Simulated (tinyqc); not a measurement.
Inside a calculation. Model: surface photovoltage measurement of the minority-carrier diffusion length in a wafer. Computed by tinyqc, a small Python program that keeps every step. Command: `OMP_NUM_THREADS=1 python tinyqc.py 3130139 3130140 out.jsonl spv walk`. One thread of a shared host (Intel(R) Xeon(R) Processor @ 2.30GHz), about 0.01 s of CPU time with the checks. Intermediate numbers are printed to about 7 digits and carried at full precision; extremes and crossings named in words are read from the listed rows.

Low injection, steady light, a depletion layer much thinner than 1/alpha and L. The excess density dn is taken at the front edge of the neutral region; light that reaches the back is lost.

Inputs (values chosen for the exercise, modelled on p-type silicon at room temperature):
```
quantity                                              value               unit
diffusion length L                                       21         micrometre
wafer thickness W                                       525         micrometre
diffusivity D                                          31.1             cm^2/s
front recombination velocity S_f                       8000               cm/s
back recombination velocity S_b                        2800               cm/s
photon flux entering                                3.4e+12         1/(cm^2 s)
minority density at the surface barrier scale n_0   4.3e+09             1/cm^3
temperature T                                           298                  K
wavelength                                              829                 nm
relative noise of each reading                          0.5                  %
diffusion length after pair splitting over L           0.87                  -
iron factor C                                      1.05e+16  micrometre^2/cm^3
```

Constants: k_B = 8.617333262e-05 eV/K.

## One wavelength

alpha = (84.732/lambda - 76.417)^2 per cm with lambda in micrometre (an empirical fit for silicon between 0.7 and 1.05 micrometre). Thick wafer: dn = Phi L/((S_f + D/L)(L + 1/alpha)). Finite wafer, with s = S_b L/D, w = W/L, a = alpha L: dn = [Phi a/(a^2 - 1)] [a - B - exp(-alpha W)(a - s)/(cosh w + s sinh w)]/(S_f + B D/L), B = (sinh w + s cosh w)/(cosh w + s sinh w). Photovoltage V = (k_B T/e) ln(1 + dn/n_0). Lifetime = L^2/D.

alpha = 665.2732 1/cm

penetration depth 1/alpha = 15.03142 micrometre

dn, thick wafer = 8.687617e+07 1/cm^3

B = 1

dn, finite wafer = 8.687617e+07 1/cm^3

photovoltage V = 0.5136540 mV

lifetime = 0.1418006 microsecond

## The linear plot

normal deviates g for the noise: 1.50  1.49  0.44  0.90  -0.71  1.09  -0.99

Readings y = (Phi/dn) (1 + noise x g) at 780, 830, 880, 920, 950, 975 and 995 nm; a least-squares line y = c (1/alpha + L_app) gives L_app = intercept/slope.

Readings:
```
lambda (nm)  1/alpha (micrometre)  y (cm/s)  line (cm/s)
780                        9.6364   33525.9      33604.9
830                       15.1760   39585.9      39589.0
880                       25.3298   50432.7      50557.5
920                       40.6576   67271.9      67115.1
950                       61.2783   89050.8      89390.4
975                       90.9173  122223.5     121407.5
995                      130.8877  164158.9     164585.0
```

slope = 1080.237 cm/(s micrometre)

apparent length L_app = 21.47242 micrometre

error of L_app (rounded to 0.001) = 2.25 %

At W/L = 25.0 the finite thickness shifts L_app by less than 0.05 %. S_f scales all readings alike and leaves L_app unchanged.

## Where the wafer is too thin

No noise; L is varied at fixed W, and the last two columns set S_b to 0 and to 1e7 cm/s.

Apparent length (micrometre):
```
L            W/L  given S_b   S_b = 0  S_b = 1e7
26.2    20.03817    26.2000    26.200    26.2000
52.5    10.00000    52.5000    52.500    52.4997
105.0    5.00000   104.9770   105.124   104.8212
158.0    3.32278   157.3627   159.989   155.5385
262.0    2.00382   250.3242   285.488   236.6106
420.0    1.25000   348.0532   544.355   307.8772
682.0    0.76979   425.0562  1138.198   355.2941
1100.0   0.47727   466.8621  2285.073   378.3277
2100.0   0.25000   489.3641  4581.973   390.0251
```

With a fast back surface L_app levels off, at 390 micrometre in the last row; with a passive one it reaches up to 2.18 times L among these rows and is 4580 in the last. All three columns are within 5 % of L down to W/L = 3.3.

## Iron from two lengths

Splitting iron-boron pairs in boron-doped silicon shortens L; with nothing else changing, [Fe] = C (1/L_after^2 - 1/L^2). It is evaluated with the true lengths and with the apparent ones (without noise), which differ when the wafer is not thick against L.

L_after = 18.27 micrometre

[Fe] from the true lengths = 7.647107e+12 1/cm^3

[Fe] from the apparent lengths = 7.647107e+12 1/cm^3

bias, apparent over true less 1 (rounded to 0.001) = 0 %

Checks made by the program: dn against a finite-difference solution (relative difference 2e-05).
